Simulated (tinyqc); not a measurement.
Recursion (Haydock) method for the local density of states: surface site of a cubic lattice: one step. Moments from the coefficients.

One orbital a site at energy 0, hopping -t to the 6 nearest neighbours of a cubic lattice; the start u0 is a site in the outermost layer of a half crystal, with energy V. Recursion: a_n = <u_n|H|u_n>, b_(n+1) u_(n+1) = (H - a_n) u_n - b_n u_(n-1), b > 0. G(z) = 1/(z - a0 - b1^2/(z - a1 - b2^2/(...))), z = E + i eta. After n levels the tail is b_n^2 T with the square-root terminator T = (z - sqrt(z - 2b) sqrt(z + 2b))/(2 b^2), b = 3t so that the band edges lie at -/+ 6t.

Coefficients:
```
n  a_n (eV)  b_(n+1) (eV)  b_(n+1)^2/t^2
0  0.000000     1.7217723       5.000000
1  0.000000     2.0946265       7.400000
2  0.000000     2.1786245       8.005405
3  0.000000     2.2208100       8.318430
```

Task: For a1 = a2 = 0: mu1 = a0, mu2 = a0^2 + b1^2, mu3 = a0^3 + 2 a0 b1^2, mu4 = a0^4 + 3 a0^2 b1^2 + b1^4 + b1^2 b2^2.

Give: mu1 to mu4 (eV^n).

Result:

mu1 to mu4 (eV^n): [0.000, 2.965, 0.000, 21.795]

mu4/t^4 = 62 is the number of closed walks of four steps.

(tinyqc, `OMP_NUM_THREADS=1 python tinyqc.py 1481559 1481560 out.jsonl`, Intel(R) Xeon(R) Processor @ 2.30GHz, 1 thread, shared host, about 0.2 s.)
